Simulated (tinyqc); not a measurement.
# Hot electrons in a saturated n-channel MOSFET, lucky-electron model: what changes with what

Beyond pinch-off the lateral field grows as Esat cosh(y/l) over the velocity-saturated region (pseudo-two-dimensional model). Impact ionisation in this region gives the substrate current, which biases the body forward through Rsub. Currents are per width. Local-field laws: they overstate ionisation when the field peak is narrower than an energy relaxation length.

Inputs (values chosen for the exercise); values close to those of silicon n-channel devices:
```
symbol  value        unit                                   meaning
L        0.35          um                            channel length
tox       8.6          nm                           oxide thickness
xj        110          nm                            junction depth
VT       0.68           V                                 threshold
mu        340  cm^2/(V s)                        effective mobility
vs      8.8e6        cm/s                       saturation velocity
Ai        2e6        1/cm                      ionisation prefactor
Bi       1.77       MV/cm                          ionisation field
Rd          0      ohm um     resistance of the lightly doped drain
Rsub    19000      ohm um                      substrate resistance
kb       0.47              fall of VT per volt of forward body bias
m         2.7                                     lifetime exponent
Hl        540     s uA/um                         lifetime constant
Vd        2.5           V                             drain voltage
Vg        1.3           V                              gate voltage
```

Constants: eps0 = 8.8541878128e-14 F/cm where lengths are in cm. Results are converted to the units shown.

Each table varies one quantity; the others keep the values above.

## Effect of the gate voltage

Cox = 3.9 eps0/tox, l = sqrt(3 tox xj), Esat = 2 vs/mu. Overdrive g = Vg - VT + kb Vb; Vdsat = g Esat L/(g + Esat L); Id = Cox vs (g - Vdsat); dV = Vd - Id Rd - Vdsat; Em = sqrt((dV/l)^2 + Esat^2); Isub = Id (Ai/Bi) l Em exp(-Bi/Em). Vb = Rsub Isub is solved self-consistently. Lifetime tau = (Hl/Id)(Isub/Id)^(-m); 1 year = 3.15576e7 s.

Effect of the gate voltage:
```
Vg (V)	Id (uA/um)	Em (MV/cm)	Isub (uA/um)	Isub/Id	tau (years)
0.83	4.1509	0.44599	0.21060	0.050735	0.012907
1.04	21.829	0.41525	0.76866	0.035213	0.0065789
1.25	49.878	0.39013	1.2540	0.025142	0.0071497
1.46	85.500	0.36929	1.5753	0.018424	0.0096557
1.67	126.83	0.35172	1.7517	0.013811	0.014174
1.87	170.36	0.33735	1.8211	0.010690	0.021071
2.08	219.56	0.32423	1.8243	0.0083089	0.032282
2.29	271.72	0.31274	1.7822	0.0065587	0.049403
2.5	326.34	0.30260	1.7131	0.0052493	0.075048
```

As Vg goes from 0.83 to 2.5 V, Em falls from 0.446 to 0.303 MV/cm, Isub goes from 0.211 through a maximum of 1.82 (at Vg = 2.08 V among the rows listed) to 1.71 uA/um and tau goes from 0.0129 through a minimum of 0.00658 (at Vg = 1.04 V among the rows listed) to 0.0750 years. Id grows with Vg while the rising Vdsat lowers the field, hence the bell shape; the peak row has Vg/Vd = 0.83.

## Effect of the channel length

Same model as above.

Result of one run:
```
L (um)	Id (uA/um)	Em (MV/cm)	Isub (uA/um)	Isub/Id	tau (years)
0.17	96.58	0.4027	2.888	0.02990	0.002312
```

What becomes of these results when the channel length L is changed from 0.17 to 0.25 um, all else the same?

Result of the changed run:
```
L (um)	Id (uA/um)	Em (MV/cm)	Isub (uA/um)	Isub/Id	tau (years)
0.25	74.30	0.3926	1.933	0.02602	0.004376
```

The whole series:
```
L (um)	Id (uA/um)	Em (MV/cm)	Isub (uA/um)	Isub/Id	tau (years)
0.17	96.58	0.4027	2.888	0.02990	0.002312
0.25	74.30	0.3926	1.933	0.02602	0.004376
0.35	57.76	0.3848	1.345	0.02330	0.007586
0.49	44.08	0.3783	0.9326	0.02116	0.01289
0.7	32.55	0.3727	0.6328	0.01944	0.02194
0.99	23.92	0.3685	0.4356	0.01821	0.03564
1.4	17.41	0.3653	0.3012	0.01730	0.05618
```

As L goes from 0.17 to 1.4 um, Em falls from 0.403 to 0.365 MV/cm, Isub falls from 2.89 to 0.301 uA/um and tau rises from 0.00231 to 0.0562 years. From the first row to the last, log10(tau) changes by 1.4: 0.64 from (Isub/Id)^(-m), which holds Em and l, and 0.74 from 1/Id. At L = 0.17 um the saturated region takes over 60 % of L, so using the full L in Vdsat is rough.

## Effect of the oxide thickness

Same model as above.

Results:
```
tox (nm)	Id (uA/um)	Em (MV/cm)	Isub (uA/um)	Isub/Id	tau (years)
4.8	121.7	0.5047	8.284	0.06808	1.990e-4
5.9	90.66	0.4599	4.430	0.04887	6.539e-4
7.3	69.62	0.4162	2.286	0.03283	0.002493
9.1	54.27	0.3745	1.115	0.02055	0.01133
14	34.52	0.3041	0.2392	0.006930	0.3352
17	28.33	0.2769	0.1112	0.003926	1.894
```

Estimate the missing row, tox = 11 nm.

Computed row:
```
tox (nm)	Id (uA/um)	Em (MV/cm)	Isub (uA/um)	Isub/Id	tau (years)
11	44.31	0.3417	0.5805	0.01310	0.04678
```

With this row back in the table: As tox goes from 4.8 to 17 nm, Em falls from 0.505 to 0.277 MV/cm, Isub falls from 8.28 to 0.111 uA/um and tau rises from 1.99e-4 to 1.89 years. From the first row to the last, log10(tau) changes by 4.0: 3.3 from (Isub/Id)^(-m), which holds Em and l, and 0.63 from 1/Id.

tinyqc, about 0.01 s, one thread, Intel Xeon 2.30GHz (shared host): `OMP_NUM_THREADS=1 python tinyqc.py 2550035 2550036 out.jsonl`
